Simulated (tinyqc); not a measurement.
Single-band model of a thermoelectric material: one step, computed by the program tinyqc.

One spherical band, one scattering law, no minority carriers and no phonon drag. In a real material minority carriers limit |S| to about E_g/(2 e T), so larger values are formal. eta = E_F/(k_B T) is counted from the band edge; f = 1/(1 + exp(x - eta)).

Task: Limiting formulas for the Seebeck coefficient. Classical: |S| = (k_B/e)[r + 5/2 - ln(n/N_c)], N_c = (3 sqrt(pi)/4) N_0. Degenerate (Mott): |S| = (pi^2/3)(k_B/e)(r + 3/2)/eta_F, eta_F = (n/N_0)^(2/3).

Inputs (values chosen for the exercise, modelled on n-type silicon): carrier density n = 2.2e+20 1/cm^3; temperature T = 630 K.

Band: parabolic. Scattering: acoustic phonons, r = -0.5.

Seebeck coefficient |S| = 111.1667 microvolt/K

N_0 = 5.744666e+19 1/cm^3

Constants: k_B = 8.617333262e-05 eV/K.

Give: Seebeck coefficients.

Result:

Seebeck coefficients:
```
formula        |S| (microvolt/K)  deviation (%)
full integral              111.2           0.00
classical                   81.2         -26.99
degenerate                 115.8           4.18
```
